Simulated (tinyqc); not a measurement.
Transfer-length model of a contact: two steps of the calculation.

A metal contact of length d and width W on a thin layer of the same width. The metal has no resistance, the sheet resistance under it equals Rsh, and current enters the layer at the front edge x = 0.

Values chosen for this exercise:
- rc = 1e-8 ohm cm^2 (specific contact resistivity)
- d = 0.15 um (contact length)
- W = 1.1 um (contact width)

Problem 1. Straight-line fit. Pairs of such contacts at gaps L have R_T = Rsh L/W + 2 Rc. The values of R_T were made from Rsh and rc with a random scatter of 0.2 % and are treated as data. Least squares: slope = sum (L - mean L)(R_T - mean R_T)/sum (L - mean L)^2, intercept = mean R_T - slope mean L. Rsh = slope W, Rc = intercept/2, and A = Rc/slope is half the distance from the origin to the zero of the line.

```
gap  L (um)  R_T (ohm)
1     0.051     66.491
2       0.1     90.238
3       0.2     138.09
4       0.4     234.87
5      0.81     431.63
```

Find: slope; intercept; Rsh; Rc; A.

Solution 1.

slope = 481.1 ohm/um
intercept = 42.06 ohm
Rsh = 529.2 ohm/sq
Rc = 21.03 ohm
A = 0.04371 um

Problem 2. Contact resistivity. rc = Rsh Lt^2. Short cuts: Rsh A^2 (long contact, Lt = A) and Rc W d (short contact, even current).

Rsh = 529.22902 ohm/sq
Rc = 21.029491 ohm
A = 0.043709698 um
converged Lt = 0.043619698 um

Find: rc; Rsh A^2; Rc W d.

Solution 2.

rc = 1.007e-8 ohm cm^2
Rsh A^2 = 1.011e-8 ohm cm^2
Rc W d = 3.470e-8 ohm cm^2

The extracted rc is 0.70 % above the value 1e-8 ohm cm^2 that made the data.

tinyqc, about 0.01 s, one thread, Intel Xeon 2.30GHz (shared host): `OMP_NUM_THREADS=1 python tinyqc.py 2760080 2760081 out.jsonl`
